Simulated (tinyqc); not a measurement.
Length of a molecular wire: coherent transport through a tight-binding bridge. Computed by the program tinyqc. Command: `OMP_NUM_THREADS=1 python tinyqc.py 110915 110916 out.jsonl`; one thread of a shared host (Intel(R) Xeon(R) Processor @ 2.60GHz), about 1 s.

A uniform bridge between two chains:
```
parameter                        value
site energy (eV)              4.370000
hopping in the bridge (eV)    1.490000
lead hopping (eV)             2.900000
couplings (eV)              1.17, 1.19
E (eV)                        0.300000
```

T = Gamma_L Gamma_R |G_1n|^2 with the self-energies of semi-infinite chains.

Transmission against length:
```
sites           T      ln T
2      9.2617e-03   -4.6819
3      1.7395e-03   -6.3541
4      3.2936e-04   -8.0184
5      6.2455e-05   -9.6811
6      1.1847e-05  -11.3435
7      2.2472e-06  -13.0058
8      4.2628e-07  -14.6682
9      8.0863e-08  -16.3305
10     1.5339e-08  -17.9928
```

E lies outside the band of the bridge (|E - e|/2h = 1.366 > 1), so T decays as exp(-beta n) with beta = 2 arccosh(1.366) = 1.6623 a site; the last two rows give 1.6623.
